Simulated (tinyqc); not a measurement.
What each parameter does: model-solid line-up of a strained alloy layer on a substrate.

All values of the alloy are linear in x but the gap, Eg(x) = (1 - x) Eg_A + x Eg_B - C x (1 - x), and the valence edge, Ev(x) = (1 - x) Ev_A + x Ev_B + fv C x (1 - x); Ec = Ev + Eg. Ev is the top of the unstrained valence band on a scale common to all materials. In the layer only the Gamma valley of the conduction band is followed, also where an X or L valley would lie lower.

Coherent growth on a (001) face: e_par = (a_s - a)/a, e_perp = -2 (C12/C11) e_par; exx = eyy = e_par, ezz = e_perp, no shear.

Strained edges: Ec + ac tr(e); the valence edges are Ev plus the levels of the 6 x 6 matrix of X, Y, Z times spin with -Dso/3 + l exx + m (eyy + ezz) on the diagonal (cyclic), n exy off it, l = av + 2 b, m = av - b, n = sqrt(3) d. Spin-orbit term (Dso/3) L.sigma on X, Y, Z with (L_k)_ij = -i epsilon_kij: <X+|H|Y+> = -i Dso/3, <X+|H|Z-> = Dso/3, <Y+|H|Z-> = -i Dso/3, <Z+|H|X-> = -Dso/3, <Z+|H|Y-> = i Dso/3, <X-|H|Y-> = i Dso/3, and their conjugates; + and - are the spin along z.

dEc = Ec(substrate) - Ec(layer), dEv = Ev(layer) - Ev(substrate); positive values confine the carrier in the layer. Type I: both of one sign; type II: opposite signs; type III: the gaps do not overlap.

Parameters, chosen for this exercise (A near GaSb, B near GaAs, substrate near InP; not measured data): a = (6.099, 5.661) angstrom (lattice constant of A, B); Eg = (0.813, 1.507) eV (gap at Gamma to the s-like level of A, B); Dso = (0.751, 0.343) eV (spin-orbit splitting of A, B); Ev = (-0.03, -0.81) eV (top of the unstrained valence band of A, B); ac = (-7.53, -7.14) eV (conduction deformation potential of A, B); av = (0.79, 1.17) eV (valence hydrostatic potential of A, B); b = (-2, -1.99) eV (tetragonal shear potential of A, B); d = (-4.69, -4.86) eV (trigonal shear potential of A, B); C11 = (88, 121.3) GPa (of A, B); C12 = (39.7, 57.4) GPa (of A, B); C44 = (43.4, 59.3) GPa (of A, B); C = 1.29 eV (bowing of the gap); fv = 0.6 (share of the bowing taken by the valence edge); a_s = 5.873 angstrom (substrate); Eg_s = 1.441 eV (lowest gap of the substrate); Ev_s = -0.95 eV (substrate valence edge); face = 001 (growth face); x = 0.71 (fraction of B).

Strained gap, valence splitting and offsets.

One parameter was then changed.

Results before and after:
```
case     gap (eV)  splitting (meV)  dEc (eV)  dEv (eV)
base       0.8415            125.4   -0.0114    0.6109
changed    0.8391            111.2   -0.0207    0.6225
```

Which of these changes was made? (a) d = (-5.394, -5.589) eV; (b) av = (0.908, 1.346) eV; (c) x = 0.69; (d) fv = 0.8; (e) C12 = (45.655, 66.01) GPa; (f) C = 1.39 eV; (g) Ev_s = -0.9 eV; (h) a_s = 5.853 angstrom.

Answer: (c) x = 0.69. Of the candidates, run in turn, only this one gives the changed row.

All candidates:
```
case                       gap (eV)  splitting (meV)  dEc (eV)  dEv (eV)
base                         0.8415            125.4   -0.0114    0.6109
x = 0.69                     0.8391            111.2   -0.0207    0.6225
a_s = 5.853 angstrom         0.8902             94.0   -0.0381    0.5889
C = 1.39 eV                  0.8209            125.4   -0.0032    0.6232
fv = 0.8                     0.8415            125.4   -0.0645    0.6640
Ev_s = -0.9 eV               0.8415            125.4    0.0386    0.5609
av = (0.908, 1.346) eV       0.8391            125.4   -0.0114    0.6134
d = (-5.394, -5.589) eV      0.8415            125.4   -0.0114    0.6109
C12 = (45.655, 66.01) GPa    0.8529            135.3   -0.0264    0.6145
```

Computed by tinyqc, a small Python program: `OMP_NUM_THREADS=1 python tinyqc.py 1050145 1050146 out.jsonl` (the numbers bound the seed that draws the inputs); one thread of a shared host (Intel(R) Xeon(R) Processor @ 2.30GHz), about 0.01 s for the whole set of steps.
